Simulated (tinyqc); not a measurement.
## Thermal resistances of a two-die stack

Problem. Heat leaves through the lower die only, and the system is linear. Find the resistance R1 from the lower die to the coolant, R2 between the dies, and the rise of the upper die when both are powered.

Values chosen for this exercise:
```
symbol,value,unit,meaning
P1,11,W,power of the lower die
P2,19,W,power of the upper die
```

rises of the lower and upper die with only the lower one powered (K): 8.58  8.58
rises of the lower and upper die with only the upper one powered (K): 14.82  21.47

Solution. With only the lower die powered no heat crosses R2, so both dies rise by P1 R1; the difference in the second test is P2 R2; rises add.

R1 = 0.7800 K/W
R2 = 0.3500 K/W
rise of the upper die = 30.05 K

Numbers from tinyqc (`OMP_NUM_THREADS=1 python tinyqc.py 2162092 2162093 out.jsonl`; about 0.03 s on one thread of a shared Intel Xeon 2.30GHz).
